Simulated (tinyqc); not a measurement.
# Inverter chain driving a load

N inverters, each f = Hc^(1/N) times larger than the one before: delay tau N (f + pp). Switched capacitance in units of the first input, with output capacitance pp times the input: Hc + (1 + pp)(Hc - 1)/(f - 1).

Inputs (values chosen for the exercise):
- Hc = 2100 (load over the input capacitance of the chain)
- pp = 0 (parasitic delay of an inverter)
- tau = 4.2 ps (delay unit)

Result of one run:
```
N	f	delay (ps)	switched capacitance
10	2.149	90.25	3927
```

What becomes of these results when the number of stages N is changed from 10 to 7, all else the same?

Result of the changed run:
```
N	f	delay (ps)	switched capacitance
7	2.983	87.69	3159
```

The whole series:
```
N	f	delay (ps)	switched capacitance
5	4.618	96.98	2680
6	3.579	90.18	2914
7	2.983	87.69	3159
8	2.602	87.42	3410
9	2.340	88.44	3667
10	2.149	90.25	3927
11	2.005	92.61	4189
12	1.892	95.34	4454
```

The delay goes from 97.0 through a minimum of 87.4 (at N = 8 among the rows listed) to 95.3 ps. The best stage effort solves pp + rho (1 - ln rho) = 0, rho = 2.72, which gives N = ln Hc/ln rho = 7.65. One stage fewer than the best costs 0.31 % in delay and saves 7.4 % of the switched capacitance.

Numbers from tinyqc (`OMP_NUM_THREADS=1 python tinyqc.py 2082121 2082122 out.jsonl`; about 0.01 s on one thread of a shared Intel Xeon 2.30GHz).
